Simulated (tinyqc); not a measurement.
# From film stress back to deposition temperature T_d

Model: thermal stress, cracking, delamination and buckling of a thin film; Griffith cracks and misfitting inclusions. Computed by tinyqc, a small Python program. Command: `OMP_NUM_THREADS=1 python tinyqc.py 3002540 3002541 out.jsonl filmcrack inv`. One thread of a shared host (Intel(R) Xeon(R) Processor @ 2.30GHz), about 0.01 s of CPU time with the checks.

Isotropic linear elasticity; the substrate is much thicker than the film; stress is positive in tension.

Inputs (values chosen for the exercise, modelled on a copper film on silicon):
```
quantity                     value        unit
film Young's modulus E         120         GPa
film Poisson ratio nu         0.35           -
film expansion alpha_f        16.3      1e-6/K
substrate expansion alpha_s    2.9      1e-6/K
final temperature T            300           K
intrinsic stress              -160         MPa
film thickness h             0.052  micrometre
```

Method. Thermal strain = (alpha_f - alpha_s)(T_d - T); stress = E/(1 - nu) x strain + intrinsic stress; plane-strain modulus Ebar = E/(1 - nu^2); G0 = stress^2 h/(2 Ebar) is the energy freed per area when a long strip loses its stress across its width.

Problem. A run gave the result below. Find the deposition temperature T_d, known to lie between 370 and 630 K.

film stress = 262.7803 MPa

Solution.

Each step takes the trial c = (a f_b - b f_a)/(f_b - f_a), f being the result less the target and a, b, c the logarithms of the listed values; c replaces end b, the old b replaces a if the sign of f changed, and otherwise f_a is halved.

Scan of the range:
```
deposition temperature T_d (K)  film stress (MPa)
370                                        13.169
404                                        97.280
442                                       191.286
483                                       292.714
528                                       404.037
577                                       525.255
630                                       656.369
```

False position (Illinois rule, in the logarithm of the input) inside the bracket:
```
step    end a    end b    trial  film stress (MPa)
1     442.000  483.000  470.519            261.839
2     483.000  470.519  470.895            262.768
3     483.000  470.895  470.905            262.792
4     470.895  470.905  470.900            262.780
```

Film stress rises at every point of a 13-point scan of the range (every second point is shown), so one value fits; it is bracketed by 442 and 483. The scan shows a straight line, so linear interpolation between any two rows gives the answer at once. Answer: deposition temperature T_d = 470.9 K.
